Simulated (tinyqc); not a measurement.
Worked calculation: Hubbard ring of 3 sites. Computed by tinyqc, a small Python program that keeps every step. Settings: hopping = 1.51, U = 7.3, mixing = 0.2, iteration cap = 65. Command: `OMP_NUM_THREADS=1 python tinyqc.py 27377 27378 out.jsonl` (the two numbers bound the seeds that draw the settings). One thread of a shared host (Intel(R) Xeon(R) Processor @ 2.60GHz), about 0.2 s of CPU time with the checks.

one-body matrix (hopping and site energies) (eV), order 1, 2, 3:
$$\begin{pmatrix}
0.0000 & -1.5100 & -1.5100 \\
-1.5100 & 0.0000 & -1.5100 \\
-1.5100 & -1.5100 & 0.0000
\end{pmatrix}$$

U = 7.3000 eV

electrons, up and down: [2, 1]

n(up) at the start (a guess, not normalised): 1 0.7170, 2 0.6170, 3 0.7170

n(down) at the start (a guess): 1 0.2830, 2 0.3830, 3 0.2830

Each step fills the lowest levels of T + U n(other spin) and sets n(new) = n + mixing (n(out) - n); stop when output and input agree to 1e-8.

Course of the cycle:
```
iteration     E (eV)  largest |n(out) - n(in)|  mean |n_up - n_down|
1           0.052868                  3.49e-01                0.4283
2          -0.222750                  2.81e-01                0.4853
3          -0.428539                  2.41e-01                0.5412
4          -0.600739                  2.15e-01                0.5935
5          -0.748336                  1.96e-01                0.6407
6          -0.871785                  1.90e-01                0.6818
7          -0.971203                  1.84e-01                0.7168
8          -1.048431                  1.74e-01                0.7459
9          -1.106686                  1.61e-01                0.7698
10         -1.149677                  1.47e-01                0.7894
11         -1.180916                  1.32e-01                0.8052
...              ...                       ...                   ...
55         -1.258853                  1.15e-04                0.8783
56         -1.258853                  9.69e-05                0.8783
57         -1.258853                  8.20e-05                0.8783
58         -1.258853                  6.93e-05                0.8783
59         -1.258853                  5.87e-05                0.8783
60         -1.258853                  4.96e-05                0.8783
61         -1.258853                  4.20e-05                0.8783
62         -1.258853                  3.55e-05                0.8783
63         -1.258853                  3.00e-05                0.8783
64         -1.258853                  2.54e-05                0.8783
65         -1.258853                  2.15e-05                0.8783
```

Can the last value be used, and what does the course show?

Not by the stop rule, although the second column moves by less than 1e-07 over the last three steps. Not converged within 65 iterations: the residual falls steadily but slowly, by a factor of about 0.85 a step. The lowest mean-field energy found from random starts is -1.25885 eV. Reruns (cap 100 unless said): mixing 0.5: converged in 40 (E = -1.25885); mixing 0.9: converged in 18 (E = -1.25885); the original settings with a cap of 400: converged in 111 (E = -1.25885).
